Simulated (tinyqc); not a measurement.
Changing the atoms per primitive cell n: estimate of lattice thermal conductivity from elastic moduli (Slack, Klemens and Cahill formulas). Computed by tinyqc, a small Python program. Command: `OMP_NUM_THREADS=1 python tinyqc.py 3011603 3011604 out.jsonl slack sweep`. One thread of a shared host (Intel(R) Xeon(R) Processor @ 2.30GHz), about 0.01 s of CPU time with the checks.

An isotropic solid.

Inputs (values chosen for the exercise, for a model crystal): bulk modulus B = 52.9 GPa; shear modulus G = 41.9 GPa; volume per atom V = 29.7 angstrom^3; mean atomic mass M = 77.6 u; temperature T = 500 K; disorder parameter Gamma = 0.0001; grain size d = 28 nm.

Grueneisen parameter: from the Poisson ratio.

Constants: u = 1.6605390666e-27 kg; hbar = 1.054571817e-34 J s; k_B = 1.380649e-23 J/K; h = 6.62607015e-34 J s.

Method:
- rho = M/V; vL = sqrt((B + 4G/3)/rho), vT = sqrt(G/rho); v_m = [(vL^-3 + 2 vT^-3)/3]^(-1/3); Poisson ratio sigma = (3B - 2G)/(6B + 2G); Theta = hbar v_m (6 pi^2/V)^(1/3)/k_B.
- Empirical rule gamma = (3/2) (1 + sigma)/(2 - 3 sigma).
- Slack, an estimate for T near or above Theta_a: kappa = A M Theta_a^3 delta n^(1/3)/(gamma^2 T) in W/(m K), with M in u, delta = V^(1/3) in angstrom, Theta_a = Theta n^(-1/3) and A = 2.43e-6/(1 - 0.514/gamma + 0.228/gamma^2).
- High-temperature forms with the classical heat capacity. Klemens: kappa/kappa_0 = arctan(u)/u, u^2 = pi^2 Theta V Gamma kappa_0/(h v_m^2). Grains: 1/kappa_poly = 1/kappa + 1/(C v_m d/3), C = 3 k_B/(n V), the acoustic branches alone.
- Cahill minimum: kappa_min = (pi/6)^(1/3) k_B V^(-2/3) sum over L, T, T of v (T/Theta_i)^2 int_0^(Theta_i/T) x^3 e^x/(e^x - 1)^2 dx, Theta_i = Theta v_i/v_m (64 Gauss-Legendre points).
- Its high-temperature limit is (1/2) (pi/6)^(1/3) k_B V^(-2/3) (vL + 2 vT).

One run for each value; columns: (1) atoms per primitive cell n; (2) kappa of the perfect crystal (W/(m K)); (3) kappa of the polycrystal (W/(m K)); (4) acoustic Debye temperature Theta_a (K); (5) kappa_min (W/(m K)); (6) kappa_poly/kappa_min:
```
(1)    (2)    (3)    (4)     (5)    (6)
1    37.23  20.12  329.4  0.6349  31.70
2    23.45  11.38  261.4  0.6349  17.92
4    14.78   6.34  207.5  0.6349   9.98
6    11.28   4.47  181.3  0.6349   7.04
10    8.02   2.86  152.9  0.6349   4.51
20    5.05   1.55  121.3  0.6349   2.44
40    3.18   0.83   96.3  0.6349   1.30
80    2.01   0.44   76.4  0.6349   0.69
```

Describe and explain the trends.

Over the rows, kappa of the perfect crystal (W/(m K)) falls from 37.2 to 2.01 (exponent d ln y / d ln x about -0.67 throughout); kappa of the polycrystal (W/(m K)) falls from 20.1 to 0.436 (exponent d ln y / d ln x -0.82 between the first rows and -0.92 between the last); acoustic Debye temperature Theta_a (K) falls from 329 to 76.4 (exponent d ln y / d ln x about -0.33 throughout). The exponent of kappa of the perfect crystal stays at -0.67: only 3 of the 3n branches are acoustic, which gives n^(-2/3). More atoms in the cell fold acoustic branches into flat optical ones, which carry little heat; the minimum conductivity counts all modes and does not change.

Caution (rows 40, 80): the estimate comes near or below kappa_min; the free path cannot fall under half a wavelength, so the true value levels off near kappa_min.

Extremes, crossings and ranges named in words are read from the listed rows.
